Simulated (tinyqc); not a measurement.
Charge control and current of a heterostructure field-effect transistor. From one set of inputs to another, one input at a time. Computed by tinyqc, a small Python program. Command: `OMP_NUM_THREADS=1 python tinyqc.py 3016822 3016823 out.jsonl hemt ladder`. One thread of a shared host (Intel(R) Xeon(R) Processor @ 2.30GHz), about 0.01 s of CPU time with the checks.

Two subbands in a triangular well; E_F is counted from the conduction band edge of the channel at the interface.

The inputs printed are set A. Inputs not listed in the table keep their values of set A, so the rows need not describe a real material.

Inputs (values chosen for the exercise, modelled on AlGaAs/GaAs):

| quantity | value | unit |
|---|---|---|
| channel mass m | 0.066 | m_0 |
| permittivity eps (barrier and channel) | 12.9 | - |
| barrier thickness d | 20 | nm |
| Schottky barrier phi_B | 0.85 | eV |
| conduction band offset dE_c | 0.32 | eV |
| delta-doping density N_d | 5.3e+12 | 1/cm^2 |
| gate voltage V_G | 0 | V |
| mobility mu | 6600 | cm^2/(V s) |
| saturation velocity v_s | 1.7 | 1e7 cm/s |
| gate length L | 910 | nm |
| source resistance R_S | 0 | ohm mm |
| temperature T | 77 | K |
| mixing | 0.5 | - |
| iteration cap | 200 | - |
| spacer between delta layer and channel | 2.5 | nm |

Charge source: delta doping. Velocity law: smooth.

Constants: e = 1.602176634e-19 C; eps_0 = 8.8541878128e-12 F/m; k_B = 8.617333262e-05 eV/K; hbar = 1.054571817e-34 J s; m_0 = 9.1093837015e-31 kg; k_B = 1.380649e-23 J/K.

Method:
- Threshold V_T = phi_B - dE_c - e N_d (d - spacer)/(eps eps_0) (in volts); C_b = eps eps_0/d.
- Charge control: n_s = C_b (V_G - V_T - E_F/e)/e. Well: mean field F = e n_s/(2 eps eps_0), E_i = (hbar^2/2m)^(1/3) [(3 pi e F/2)(i + 3/4)]^(2/3), i = 0, 1; n_s = D k_B T sum_i ln(1 + exp((E_F - E_i)/k_B T)), D = m/(pi hbar^2), which is solved in closed form for E_F.
- Iteration from n_s = C_b (V_G - V_T)/(2e): E_F from n_s, n_out from the charge control, n_new = n_s + mixing (n_out - n_s), kept above n_s/10; stop when |n_out/n_s - 1| < 1e-9.
- C_g = e dn_s/dV_G = 1/(1/C_b + 1/C_q), 1/C_q = d(E_F/e)/d(e n_s) by a central difference of +/- 0.1 % in n_s; added distance dd = eps eps_0/C_q.
- With V = e n_s/C_g and V_c = v_s L/mu: for v = mu F/(1 + mu F/v_s), V_Dsat = V_c (sqrt(1 + 2V/V_c) - 1) and I/W = C_g v_s (V - V_Dsat); g_m = dI/dV; extrinsic g_m/(1 + g_m R_S); f_T = g_m/(2 pi C_g L).

Each row keeps all changes above it:

| input moved | from | to | extrinsic g_m (mS/mm) | intrinsic f_T (GHz) | gate capacitance C_g (microfarad/cm^2) |
|---|---|---|---|---|---|
| set A | - | - | 484.98 | 18.68 | 0.45396 |
| delta-doping density N_d (1/cm^2) | 5.3e+12 | 5.9e+12 | 510.29 | 19.50 | 0.45767 |
| Schottky barrier phi_B (eV) | 0.85 | 1 | 484.47 | 18.67 | 0.45389 |
| gate length L (nm) | 910 | 170 | 639.86 | 131.98 | 0.45389 |
| barrier thickness d (nm) | 20 | 38 | 411.94 | 143.32 | 0.26909 |
| saturation velocity v_s (1e7 cm/s) | 1.7 | 1.5 | 365.89 | 127.30 | 0.26909 |
| permittivity eps (barrier and channel) | 12.9 | 12.1 | 345.79 | 127.84 | 0.25324 |
| channel mass m (m_0) | 0.066 | 0.069 | 346.44 | 127.85 | 0.25370 |

Which inputs carry the difference?

Extrinsic g_m goes from 485 to 346, a factor 0.714 in all. The largest single move comes from barrier thickness d (a factor 0.644), and gate length L works against it (a factor 1.32). Intrinsic f_T goes from 18.7 to 128, a factor 6.84 in all. The largest single move comes from gate length L (a factor 7.07). Gate capacitance C_g goes from 0.454 to 0.254, a factor 0.559 in all. The largest single move comes from barrier thickness d (a factor 0.593). The single moves hold for this order of the switches; the total does not depend on the order.

Caution (rows barrier thickness d, saturation velocity v_s, permittivity eps (barrier and channel), channel mass m): E_F lies above the conduction band minimum of the barrier, so electrons would spill into the barrier.

Extremes, crossings and ranges named in words are read from the listed rows.
